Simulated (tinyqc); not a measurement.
## Schottky diode by thermionic emission with image-force lowering and series resistance: effect of the doping on the lowering

Metal on an n-type semiconductor with one parabolic valley; V > 0 is forward bias (metal positive). I = I0 [exp(Vj/(n Vt)) - 1] with Vj = V - I Rs; I0 = S A* T^2 exp(-(phi - dphi)/Vt), the lowering dphi taken at zero bias.

A* = 4 pi q me m0 kB^2/h^3 (times 1e-4 for A/(cm^2 K^2)); Nc = 2 (2 pi me m0 kB T/h^2)^1.5 (times 1e-6 for cm^-3); xi = Vt ln(Nc/Nd), Vbi = phi - xi; surface field Em = sqrt(2 q Nd (Vbi - V - Vt)/(eps0 eps_r)); dphi = sqrt(q Em/(4 pi eps0 eps_r)). Here V = 0 in Em.

Parameters, values chosen for the exercise; band and dielectric values close to those of cadmium telluride:
```
symbol,value,unit,meaning
T,250,K,temperature
me,0.1,m0,electron mass
eps_r,10,,relative permittivity
phi,0.55,eV,barrier height seen from the metal
S,0.0013,cm^2,area
```

Constants: q = 1.602176634e-19 C, kB = 1.380649e-23 J/K, h = 6.62607015e-34 J s, m0 = 9.1093837015e-31 kg, Vt = kB T/q, eps0 = 8.8541878128e-14 F/cm where lengths are in cm. Results are converted to the units shown.

Effect of the doping on the lowering:
```
Nd (cm^-3)	Vbi (V)	Em (kV/cm)	dphi (meV)	I0 (A)
8.8e13	0.3597	3.282	6.874	1.098e-8
2.4e14	0.3813	5.590	8.972	1.211e-8
6.8e14	0.4037	9.698	11.82	1.381e-8
1.9e15	0.4259	16.67	15.50	1.639e-8
5.2e15	0.4476	28.32	20.19	2.038e-8
1.4e16	0.4689	47.61	26.18	2.691e-8
4e16	0.4915	82.48	34.46	3.953e-8
1.1e17	0.5133	139.9	44.89	6.412e-8
```

What does the table show?

dphi rises from 6.87 to 44.9 meV, as Nd^(0.26) (1/4 at fixed Vbi), and I0 grows by a factor of 5.84. Emission limits the current only if the drift velocity at the surface is well above A* T^2/(q Nc) = 7.77e6 cm/s; with a mobility of 1000 cm^2/(V s) it is less than three times that in 4 of the rows, where I0 is overstated.

Numbers from tinyqc (`OMP_NUM_THREADS=1 python tinyqc.py 2640140 2640141 out.jsonl`; about 0.01 s on one thread of a shared Intel Xeon 2.30GHz).
